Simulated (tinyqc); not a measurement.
Worked calculation: heterojunction of two tight-binding chains. Values are carried at full precision from step to step, so a last printed digit may differ when a step is redone from the rounded ones.

Left chain: hopping -t1, sites at 2 t1 (band bottom 0). Right chain: hopping -t2, sites at dE + 2 t2 (bottom dE). t = c/(m a^2), c = hbar^2/2m0. The bond across the interface is -tc with tc = f sqrt(t1 t2), and the last left site has the extra energy U. In a chain E = bottom + 2t (1 - cos(ka)); the surface Green function of a half chain is g = -exp(ika)/t, with Im k > 0 where cos(ka) > 1.

Constants: hbar^2/2m0 = 3.80998211 eV angstrom^2.

Parameters, chosen for this exercise (masses and offset of the size met at InGaAs / InP; shifted at random, so the results belong to these values and not to a real crystal):
```
symbol  value  unit      meaning
a       5.65   angstrom  site spacing
m1      0.038  m0        mass on the left
m2      0.083  m0        mass on the right
f       1                factor on the interface hopping
dE      0.21   eV        band offset
E       0.269  eV        electron energy
U       -0.74  eV        extra energy on the last left site
```

## Hoppings

Form t1, t2 and tc.

t1 = 3.1408 eV
t2 = 1.4380 eV
tc = 2.1252 eV

## Wave numbers and velocities

The left chain has hopping t1 and band bottom 0, the right one t2 and dE. cos(ka) = 1 - (E - bottom)/(2t); dE/dk = 2 t a sin(ka).

ka (rad): left 0.29371, right 0.20291

dE/dk (eV angstrom): left 10.2749, right 3.2745

## Self-energies on the last left site

Hoppings t1 (left), t2 (right), tc (interface); g is the surface Green function of a half chain. The rest of the left chain gives S1 = t1^2 g1 = -t1 exp(i k1 a); the right chain gives S2 = tc^2 g2 = -(tc^2/t2) exp(i k2 a).

S1 = -3.00632-0.90928i eV
S2 = -3.07638-0.63293i eV

## Transmission

The last site of the left chain has energy 2 t1 + U, and S1, S2 are the self-energies of the two half chains on it. G = 1/(E - 2 t1 - U - S1 - S2); T = 4 Im(S1) Im(S2) |G|^2.

G = 0.2669-0.5082i 1/eV
T = 0.7586

A fraction 0.2414 is reflected although the electron lies above the step.

## Checks

- T from the Green function against 1 - |r|^2 from matching plane waves: both 0.758594.

Computed by tinyqc, a small Python program: `OMP_NUM_THREADS=1 python tinyqc.py 1482803 1482804 out.jsonl` (the numbers bound the seed that draws the inputs); one thread of a shared host (Intel(R) Xeon(R) Processor @ 2.30GHz), about 0.01 s for the whole set of steps.
